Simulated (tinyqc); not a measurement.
Length of a polyene: Hueckel, PPP and singles CI along the polyenes. Computed by the program tinyqc. 

All-trans chains of carbon centres 1.40 angstrom apart:
```
parameter                               value
beta (eV), times 1 +/- alternation  -2.640000
alternation                          0.100000
W (eV)                              11.160000
gamma_rr (eV)                       10.240000
repulsion formula                        Ohno
```

Hueckel uses the same beta without repulsion; CIS keeps all single excitations and so misses the low, doubly excited 2Ag state. W is the valence ionisation energy of a centre, MN the Mataga-Nishimoto formula, f the oscillator strength.

Gaps and excitations (eV):
```
centres  Hueckel gap  PPP orbital gap  bright singlet (CIS)       f  lowest triplet (CIS)
2             5.8080          13.0649                7.2996  0.6258                4.3164
4             3.8992          10.4261                5.7286  1.1433                3.1726
6             3.0266           9.1118                4.8426  1.5898                2.6302
8             2.5342           8.3418                4.2878  1.9914                2.3411
10            2.2206           7.8464                3.9147  2.3604                2.1712
12            2.0045           7.5074                3.6515  2.7080                2.0640
14            1.8476           7.2648                3.4593  3.0422                1.9925
```

The Hueckel gap tends to 4 x alternation x |beta| = 1.06 eV for long chains. Exchange opens the PPP orbital gap, and the attraction of electron and hole brings the bright state 3.81 eV below it at 14 centres; the triplet lies 1.47 eV lower still.
